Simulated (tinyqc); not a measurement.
What moves the results: Gamma, L and X subbands of a thin body with non-parabolic valleys. A value that a table varies takes the place of the one given here.

Hard walls, flat band, c = hbar^2/2m0, energies from the bulk Gamma edge. For a valley at angle theta to the normal 1/m_z = cos^2/ml + sin^2/mt and m_d = sqrt(ml mt^2/m_z). Subband n starts at E_v + e with e (1 + a e) = c (n pi/t)^2/m_z, and its density-of-states mass is taken as m_d (1 + 2 a e), without further growth at higher in-plane energy. Groups are named by valley and degeneracy.

n_i = g m/(2 pi c) kB T ln(1 + exp((EF - E_i)/kB T)), sum n_i = Ns (1e12/cm^2 = 1e-4/angstrom^2), c = hbar^2/2m0. Quantum capacitance Cq = 1602.176634 sum g m/(2 pi c) f_i in microfarad/cm^2 with f_i = 1/(1 + exp((E_i - EF)/kB T)); Cox = 34.5313/eot (one gate); C/Cox = Cq/(Cq + Cox), the centroid term left out.

Constants: hbar^2/2m0 = 3.80998211 eV angstrom^2; kB = 8.617333262e-05 eV/K.

Values chosen for the exercise (near those of a thin Ge channel; not measured data): face = 111 (surface); mG = 0.0379 m0 (Gamma mass); aG = 1.04 1/eV (Gamma non-parabolicity); EL = -0.136 eV (L edge above Gamma); mL = (1.642, 0.082) m0 (L valleys (four, along <111>): ml, mt); EX = 0.029 eV (X edge above Gamma); mX = (0.932, 0.188) m0 (Delta valleys (six, along <100>): ml, mt); aS = 0.64 1/eV (non-parabolicity of L and X); Ns = 7.1 x 1e12/cm^2 (sheet density); T = 300 K (temperature); eot = 11 angstrom (equivalent oxide thickness); ts = (18, 24, 30, 40, 55, 75, 110) angstrom (thicknesses); t = 46 angstrom (body thickness); Nl = (0.5, 1, 2, 4, 7, 11, 16) x 1e12/cm^2 (sheet densities).

## Thinning the body

Lowest edge of each valley type, the lowest group, the Gamma share and C/Cox, with n = 1 to 8 of all groups.

Results:

| t (angstrom) | Gamma (eV) | L (eV) | X (eV) | lowest | Gamma share (%) | C/Cox |
|---|---|---|---|---|---|---|
| 18 | 1.301 | -0.068 | 0.396 | L1 | 0.0 | 0.746 |
| 24 | 0.893 | -0.097 | 0.252 | L1 | 0.0 | 0.782 |
| 30 | 0.656 | -0.111 | 0.178 | L1 | 0.0 | 0.799 |
| 40 | 0.429 | -0.122 | 0.116 | L1 | 0.0 | 0.840 |
| 55 | 0.258 | -0.128 | 0.076 | L1 | 0.0 | 0.891 |
| 75 | 0.152 | -0.132 | 0.055 | L1 | 0.0 | 0.912 |
| 110 | 0.076 | -0.134 | 0.041 | L1 | 0.0 | 0.919 |

From 110 down to 18 angstrom Gamma rises by 1.23 eV, L by 0.07 and X by 0.35 eV, the light Gamma mass moving most. L1 stays lowest throughout. The Gamma share stays near 0 %. C/Cox is 0.92 and 0.75 at the ends and lies between 0.75 and 0.92. Hard walls overstate the rise in the thinnest rows.

## Raising the sheet density

Fixed thickness, n = 1 to 8 of all groups; the gate overdrive above the lowest edge is (EF - E_lowest)/e + 0.1602177 Ns/Cox in volts.

Results:

| Ns (1e12/cm^2) | EF - lowest (eV) | Gamma share (%) | Cq | C/Cox | overdrive (V) |
|---|---|---|---|---|---|
| 0.5 | -0.020 | 0.0 | 2.69 | 0.462 | 0.006 |
| 1.0 | 0.002 | 0.0 | 4.80 | 0.604 | 0.053 |
| 2.0 | 0.027 | 0.0 | 8.05 | 0.719 | 0.129 |
| 4.0 | 0.058 | 0.0 | 12.98 | 0.805 | 0.262 |
| 7.0 | 0.088 | 0.0 | 19.89 | 0.864 | 0.445 |
| 11.0 | 0.114 | 0.0 | 30.61 | 0.907 | 0.675 |
| 16.0 | 0.135 | 0.0 | 46.06 | 0.936 | 0.952 |

The lowest subband is L1 n=1; the light Gamma level lies 470 meV above it, above that valley in the bulk already and lifted further by confinement. At the highest density band filling takes 0.135 V of the 0.952 V overdrive. Cq grows from 2.7 to 46.1 microfarad/cm^2 while EF moves from -0.020 to +0.135 eV against the lowest edge; the Gamma share stays near 0 %.

## What each parameter does

n = 1 to 8 of all groups. Each row changes one parameter from the base and keeps the others.

Results:

| case | lowest edge (eV) | EF (eV) | Gamma share (%) | C/Cox |
|---|---|---|---|---|
| base | -0.125 | -0.037 | 0.0 | 0.865 |
| t = 40 angstrom | -0.122 | -0.018 | 0.0 | 0.840 |
| mG = 0.0436 m0 | -0.125 | -0.037 | 0.0 | 0.865 |
| aG = 0.73 1/eV | -0.125 | -0.037 | 0.0 | 0.865 |
| EL = -0.086 eV | -0.075 | 0.007 | 0.0 | 0.879 |
| Ns = 10.6 x 1e12/cm^2 | -0.125 | -0.014 | 0.0 | 0.904 |
| eot = 9 angstrom | -0.125 | -0.037 | 0.0 | 0.840 |
| T = 250 K | -0.125 | -0.030 | 0.0 | 0.860 |

The largest shifts from the base row, up to three for each result and ties (the steps differ in size, so this ranks the rows, not the parameters). lowest edge (eV): EL +0.050, t +0.003; unchanged at the printed digits by mG, aG, Ns, eot and T. EF (eV): EL +0.044, Ns +0.023, t +0.019; unchanged at the printed digits by mG, aG and eot. Gamma share (%): unchanged at the printed digits by t, mG, aG, EL, Ns, eot and T. C/Cox: Ns +0.039, eot -0.025, t -0.025; unchanged at the printed digits by mG and aG.

Computed by tinyqc, a small Python program: `OMP_NUM_THREADS=1 python tinyqc.py 1250968 1250969 out.jsonl` (the numbers bound the seed that draws the inputs); one thread of a shared host (Intel(R) Xeon(R) Processor @ 2.30GHz), about 0.03 s for the whole set of steps.
